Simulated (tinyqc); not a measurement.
Depth of the trap: trap in a gate oxide as a short-range spherical well.

Energies from the conduction edge of the channel. The trap level at depth x is E_T = dEc - Et - e Fox x (1 MV/cm = 0.01 eV/angstrom). An electron at the channel edge tunnels with the WKB exponent S = (4/3) sqrt(m/c) [dEc^(3/2) - (dEc - e Fox x)^(3/2)]/(e Fox), c = hbar^2/2m0; tau = t0 exp(S); the occupation is f = 1/(1 + exp((E_T - EF)/kB T)), tau_c = tau/f and tau_e = tau/(1 - f). Lattice relaxation is left out; a level below the channel edge needs phonons as well, so tau is then a lower bound, while a level above it can also empty elastically at its own energy, through a thinner barrier, faster than this tau.

Constants: hbar^2/2m0 = 3.80998211 eV angstrom^2; kB = 8.617333262e-05 eV/K.

Inputs chosen for the exercise (near those of SiO2 on 4H SiC; not measured data): dEc = 2.76 eV (conduction offset to the channel); m = 0.455 m0 (mass); Fox = 1.3 MV/cm (oxide field, lowering levels away from the channel); t0 = 0.31 x 1e-11 s (time constant at the interface); T = 200 K (temperature); EF = 0.06 eV (Fermi level above the channel edge); ds = (3, 6, 9, 12, 15, 18) angstrom (depths).

Et = 2.04746 eV

Each depth has its own level and time; the corner frequency is 1/(2 pi tau).

Results:
```
x (angstrom)  E_T (eV)      S  tau (s)  corner (Hz)      f
3                0.674   3.43  9.6e-11      1.7e+09  0.000
6                0.635   6.84  2.9e-09      5.5e+07  0.000
9                0.596  10.22  8.5e-08      1.9e+06  0.000
12               0.557  13.58  2.5e-06      6.5e+04  0.000
15               0.518  16.92  6.9e-05      2.3e+03  0.000
18               0.479  20.22   0.0019           85  0.000
```

What can be read from this table?

tau spans 7.3 decades, one decade for each 2.03 angstrom at the start and 2.09 at the end, where the field has thinned the barrier. Traps spread evenly in depth are thus spread nearly evenly in ln tau; if levels near EF exist at every depth, this sums to 1/f noise and to charging that grows as ln t. With the single Et of this table only depths where f is neither 0 nor 1 contribute. The level stays above EF at all these depths.

Program tinyqc; command `OMP_NUM_THREADS=1 python tinyqc.py 1251546 1251547 out.jsonl`; about 0.01 s on one thread of a shared Intel(R) Xeon(R) Processor @ 2.30GHz.
